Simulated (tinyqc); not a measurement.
From results back to parameters: deformation-potential model of the Delta valleys of a conduction band. Three cases, with inputs chosen for the exercise.

Problem. An ellipsoidal valley with ml > mt has the density-of-states mass m_d = (ml mt^2)^(1/3) and, averaged over equivalent valleys, the conductivity mass m_c = 3/(1/ml + 2/mt).

Case 1.

m_d = 0.3129256 m0
m_c = 0.2495455 m0

Case 2.

m_d = 0.3082230 m0
m_c = 0.2475200 m0

Case 3.

m_d = 0.3196411 m0
m_c = 0.2559607 m0

Find: K = ml/mt; mt; ml.

Solution. With K = ml/mt, m_d/m_c = K^(1/3) (2 + 1/K)/3, which rises steadily for K > 1 and so fixes K; then mt = m_d K^(-1/3) and ml = K mt.

Case 1.

K = ml/mt = 5.000
mt = 0.183 m0
ml = 0.915 m0

Case 2.

K = ml/mt = 4.857
mt = 0.182 m0
ml = 0.884 m0

Case 3.

K = ml/mt = 4.915
mt = 0.188 m0
ml = 0.924 m0

Computed by tinyqc, one run a case: `OMP_NUM_THREADS=1 python tinyqc.py N N+1 out.jsonl` with N = 1080662, 1080681, 1080763; one thread of a shared Intel(R) Xeon(R) Processor @ 2.30GHz, about 0.02 s a run at most.
